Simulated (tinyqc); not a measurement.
From results to parameters: two-site tight-binding chain. Computed by the program tinyqc.

Problem. A two-site chain has site energies +delta (A) and -delta (B) and hoppings t1 > t2 > 0, so E = +/- sqrt(delta^2 + |t1 + t2 exp(-ika)|^2). Find delta, t1 and t2.

upper band at k = 0 = 2.971279 eV
upper band at the zone edge = 1.427901 eV
weight of the upper band on site A at the zone edge = 0.997234

Solution. The weight on A is (1 + delta/E)/2, which gives delta; then t1 + t2 = sqrt(E(0)^2 - delta^2) and t1 - t2 = sqrt(E(edge)^2 - delta^2).

delta, t1, t2 (eV): 1.4200  1.3800  1.2300
